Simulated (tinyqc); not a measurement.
# Worked calculation: Joule-heated wire on a substrate, fin equation

Program tinyqc, `OMP_NUM_THREADS=1 python tinyqc.py 2520137 2520138 out.jsonl`; Intel Xeon 2.30GHz, shared host, one thread, about 0.01 s. Printed values are rounded.

A wire of length L loses heat along itself to two contacts and sideways to the substrate: kap A theta'' - g theta + p = 0 with theta = T - T0 and p(x) = p0 exp(-((x/L - x0)/sg)^2/2). The ends are held at T0. Constant conductivity, diffusive heat flow.

Parameters, values chosen for the exercise:
```
symbol  value     unit                                  meaning
T0        300        K    temperature of substrate and contacts
kap        71  W/(m K)              conductivity along the wire
A         190     nm^2                            cross-section
g        0.38  W/(m K)  conductance per length to the substrate
L         370       nm              length between the contacts
Rc          0     K/uW       thermal resistance of each contact
p0      0.045    uW/nm                  peak heating per length
x0       0.82             place of the hot spot as a share of L
sg       0.08             width of the hot spot as a share of L
```

## Healing length

LH = sqrt(kap A/g); far from the contacts uniform heating p0 would give theta = p0/g.

LH = 188.414 nm
L/LH = 1.96376
p0/g = 118.421 K

## The tridiagonal system

Nodes x_i = i h, h = L/8; box widths w_i = h (h/2 at the ends); c = kap A/h; equation of node i: -c theta_(i-1) + d_i theta_i - c theta_(i+1) = b_i with d_i = 2 c + g w_i, b_i = p(x_i) w_i; theta = 0 at the end nodes.

c = 0.291676 uW/K

```
node  d (uW/K)       b (uW)
1     0.600926  8.50443e-17
2     0.600926  1.97110e-11
3     0.600926   3.97634e-7
4     0.600926   6.98182e-4
5     0.600926     0.106700
6     0.600926      1.41929
7     0.600926      1.64319
```

## Temperature rise

Solve -c theta_(i-1) + d_i theta_i - c theta_(i+1) = b_i for nodes 1 to 7, with theta = 0 at nodes 0 and 8.

theta, node 0 to 8 (K): 0.00000  1.19964  2.47157  3.89242  5.54781  7.53510  9.61059  7.39919  0.00000

The hottest node is 6, at 9.611 K above T0; a mesh of 800 steps gives a peak of 9.357 K, so the coarse value is 2.7 % above it. On the fine mesh 20.2 % of the heat leaves through the substrate and the rest through the contacts.
